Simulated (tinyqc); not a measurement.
Rapid thermal processing of a wafer: radiative balance, ramp and cooling, pattern effects, pyrometer error and spike budget: one step, computed by the program tinyqc.

The wafer is opaque and uniform through its thickness unless said otherwise; temperatures in formulas are in kelvin (C + 273.15). sigma = 5.670374419e-12 W/(cm^2 K^4).

Problem. Pyrometer error. Signal proportional to eps/(exp(c2/(lambda T)) - 1), c2 = h c/k_B. If the assumed emissivity is too high by the given error, the reading T' solves (1 + error)/(exp(c2/(lambda T')) - 1) = 1/(exp(c2/(lambda T)) - 1). Wien estimate: T' - T = -lambda T^2 ln(1 + error)/c2. Process rates go as exp(-E_a/(k_B T)).

Inputs (values chosen for the exercise, modelled on a hot silicon wafer):
```
quantity                              value        unit
process temperature                     834           C
pyrometer wavelength                   0.95  micrometre
error of the assumed emissivity         8.2           %
activation energy of the process E_a   1.24          eV
```

Constants: h = 6.62607015e-34 J s; c = 299792458 m/s; k_B = 1.380649e-23 J/K; k_B = 8.617333262e-05 eV/K.

Give: c2; c2/(lambda T); reading less true temperature; Wien estimate; rate at T over rate at T', less 1.

Solution.

c2 = 14388 micrometre K

c2/(lambda T) = 13.68

reading less true temperature = -6.342 K

Wien estimate = -6.379 K

rate at T over rate at T', less 1 = 7.775 %
